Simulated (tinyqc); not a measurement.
Thin (001) film in sp3s* tight binding with raised dangling bonds, step by step. Values are carried at full precision from step to step, so a last printed digit may differ when a step is redone from the rounded ones.

sp3s* tight binding, nearest neighbours only: anion (a) at 0, cation (c) at a/4 (1,1,1), orbitals s, px, py, pz, s* on each; k in units of 2 pi/a. With phases e_j = exp(i (pi/2) k.n_j) for n = (1,1,1), (1,-1,-1), (-1,1,-1), (-1,-1,1): g0 = (e1+e2+e3+e4)/4, g1 = (e1+e2-e3-e4)/4, g2 = (e1-e2+e3-e4)/4, g3 = (e1-e2-e3+e4)/4. The diagonal holds the levels Esa, Epa, Exa (s*) and Esc, Epc, Exc. Anion-cation block: <sa|sc> = Vss g0; <sa|xc> = Vsapc g1; <xa|sc> = -Vscpa g1; <xa|xc> = Vxx g0; <xa|yc> = <ya|xc> = Vxy g3, <xa|zc> = <za|xc> = Vxy g2, <ya|zc> = <za|yc> = Vxy g1; <s*a|xc> = Vxapc g1; <xa|s*c> = -Vpaxc g1; y and z take g2 and g3 in place of g1; s-s* and s*-s* vanish.

Parameters, chosen for this exercise (out of a larger set: near a published set for GaAs, fitted to gaps, whose masses and valley positions are rough; not measured data):
```
symbol  value                                                                                          unit  meaning
p       (-8.328, 1.045, -2.661, 3.667, 8.59, 6.731, -6.459, 1.951, 5.085, 4.479, 5.804, 4.826, 4.818)  eV    order Esa, Epa, Esc, Epc, Exa, Exc, Vss, Vxx, Vxy, Vsapc, Vscpa, Vxapc, Vpaxc
N       4                                                                                                    atomic planes in the small film
dl      10                                                                                             eV    shift of the dangling hybrids
```

## Bulk edges along [001]

Gap at Gamma and minimum on (0,0,kz), kz from 0.5 to 1, from the bulk Ev. States at zero in-plane momentum come from this line alone.

edges (eV): Gamma 1.5532, Delta 2.0381

kz of the minimum = 1.0000 2 pi/a

## The two blocks of the small film

Planes alternate anion (a), cation (c) along [001], a/4 apart, starting with an anion; zero in-plane momentum; levels counted from the bulk Ev, the lower root of [[Epa, Vxx], [Vxx, Epc]]; no spin-orbit coupling. Block of s, pz, s*: from an anion to the cation above, Vss/2 (s,s), Vsapc/2 (s,z), -Vscpa/2 (z,s), Vxx/2 (z,z), Vxapc/2 (s*,z), -Vpaxc/2 (z,s*); to the cation below the same with the s-z and s*-z signs reversed. Block of u = (px + py)/sqrt2 and v = (px - py)/sqrt2: to the cation above (Vxx + Vxy)/2 for u and (Vxx - Vxy)/2 for v, to the cation below the reverse. Each surface atom has two dangling sp3 hybrids; raising both by dl adds (dl/2) [[1, t], [t, 1]] to its s, pz levels (t = -1 at the bottom face, +1 at the top) and dl to the one of u, v in whose plane the missing bonds lie (v for a bottom anion or a top cation, u for a top anion).

Fill them in.

s, pz, s* block (eV):
```
,sa1,za1,*a1,sc2,zc2,*c2,sa3,za3,*a3,sc4,zc4,*c4
sa1,-3.333,-5.000,0,-3.229,2.240,0,0,0,0,0,0,0
za1,-5.000,6.040,0,-2.902,0.976,-2.409,0,0,0,0,0,0
*a1,0,0,8.585,0,2.413,0,0,0,0,0,0,0
sc2,-3.229,-2.902,0,-2.666,0,0,-3.229,2.902,0,0,0,0
zc2,2.240,0.976,2.413,0,3.662,0,-2.240,0.976,-2.413,0,0,0
*c2,0,-2.409,0,0,0,6.726,0,2.409,0,0,0,0
sa3,0,0,0,-3.229,-2.240,0,-8.333,0,0,-3.229,2.240,0
za3,0,0,0,2.902,0.976,2.409,0,1.040,0,-2.902,0.976,-2.409
*a3,0,0,0,0,-2.413,0,0,0,8.585,0,2.413,0
sc4,0,0,0,0,0,0,-3.229,-2.902,0,2.334,5.000,0
zc4,0,0,0,0,0,0,2.240,0.976,2.413,5.000,8.662,0
*c4,0,0,0,0,0,0,0,-2.409,0,0,0,6.726
```

u, v block (eV):
```
,ua1,va1,uc2,vc2,ua3,va3,uc4,vc4
ua1,1.040,0,3.518,0,0,0,0,0
va1,0,11.040,0,-1.567,0,0,0,0
uc2,3.518,0,3.662,0,-1.567,0,0,0
vc2,0,-1.567,0,3.662,0,3.518,0,0
ua3,0,0,-1.567,0,1.040,0,3.518,0
va3,0,0,0,3.518,0,1.040,0,-1.567
uc4,0,0,0,0,3.518,0,3.662,0
vc4,0,0,0,0,0,-1.567,0,13.662
```

## Levels of the small film

Diagonalise both blocks.

levels of the s, pz, s* block (eV): -11.620  -8.670  -3.920  1.820  2.593  3.108  5.623  7.742  8.098  9.949  10.463  12.837

levels of the u, v block (eV): -2.229  -1.576  -0.760  5.461  5.695  6.930  11.408  13.875

No level lies between 0 and the bulk edge 1.553 eV; confinement has widened the gap at zero in-plane momentum to 2.580 eV.

## Checks

- Lowest conduction level of 201 planes, with the dangling hybrids shifted far away, against the bulk edge: 1.556 against 1.553.

(tinyqc, `OMP_NUM_THREADS=1 python tinyqc.py 1451211 1451212 out.jsonl`, Intel(R) Xeon(R) Processor @ 2.30GHz, 1 thread, shared host, about 0.4 s.)
